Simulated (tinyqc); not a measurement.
Pressure series at fixed power: global model of a low-pressure process discharge: electron temperature, density, ion flux and ion energy. Computed by tinyqc, a small Python program. Command: `OMP_NUM_THREADS=1 python tinyqc.py 3114116 3114117 out.jsonl plasma walk`. One thread of a shared host (Intel(R) Xeon(R) Processor @ 2.30GHz), about 0.01 s of CPU time with the checks.

Maxwellian electrons with temperature T_e in eV, one positive ion, no negative ions, uniform bulk density n; rate constants have the Arrhenius form.

Inputs (values chosen for the exercise, of the order of those of an inductive discharge in a simple atomic gas):

| quantity | value | unit |
|---|---|---|
| ion mass M | 40 | u |
| ionisation prefactor K0 | 5.3e-14 | m^3/s |
| ionisation energy E_iz | 15 | eV |
| excitation prefactor X0 | 6.8e-15 | m^3/s |
| excitation energy E_ex | 9.54 | eV |
| elastic rate constant K_el | 1.8e-13 | m^3/s |
| ion-neutral cross section | 1e-18 | m^2 |
| gas temperature T_g | 600 | K |
| radius R | 9.7 | cm |
| height L | 14 | cm |
| absorbed power P | 740 | W |

Constants: k_B = 1.380649e-23 J/K; e = 1.602176634e-19 C; u = 1.6605390666e-27 kg; m_0 = 9.1093837015e-31 kg.

Method:
- n_g = p/(k_B T_g), lambda_i = 1/(n_g sigma), K_iz = K0 exp(-E_iz/T_e), h_L = 0.86/sqrt(3 + L/(2 lambda_i)), h_R = 0.8/sqrt(4 + R/lambda_i), A_eff = 2 pi R^2 h_L + 2 pi R L h_R and d_eff = pi R^2 L/A_eff follow p.
- Particle balance: K0 exp(-E_iz/T_e) n_g d_eff = u_B, u_B = sqrt(e T_e/M).
- E_c = E_iz + (X0 exp(-E_ex/T_e) E_ex + K_el (3 m_0/M) T_e)/K_iz; E_T = E_c + (5/2) T_e + (T_e/2) ln(M/(2 pi m_0)); n = P/(e u_B A_eff E_T); J = e h_L n u_B. Pressures without a root below 2 E_iz are left out.

Against pressure:

| p (Pa) | T_e (eV) | E_c (eV) | E_T (eV) | n (1/cm^3) | J (mA/cm^2) |
|---|---|---|---|---|---|
| 0.1 | 5.9380 | 18.080 | 60.713 | 3.5929e+11 | 9.555 |
| 0.2 | 4.3100 | 19.364 | 50.308 | 5.6291e+11 | 11.548 |
| 0.5 | 3.1428 | 22.007 | 44.571 | 9.2567e+11 | 13.065 |
| 1.0 | 2.5885 | 25.208 | 43.792 | 1.3089e+12 | 13.318 |
| 2.0 | 2.1901 | 30.096 | 45.820 | 1.7949e+12 | 12.743 |
| 5.0 | 1.8135 | 40.841 | 53.861 | 2.5326e+12 | 10.850 |
| 10.0 | 1.6032 | 54.474 | 65.984 | 3.0584e+12 | 8.859 |
| 20.0 | 1.4365 | 76.647 | 86.960 | 3.4379e+12 | 6.723 |

T_e falls from 5.94 to 1.44 eV, n changes by a factor 9.6 and J by 0.70; in J = P h_L/(A_eff E_T), E_T changes by a factor 1.43 and is least at 1 Pa, between wall losses at high T_e and excitation losses at low T_e.

Extremes, crossings and ranges named in words are read from the listed rows.
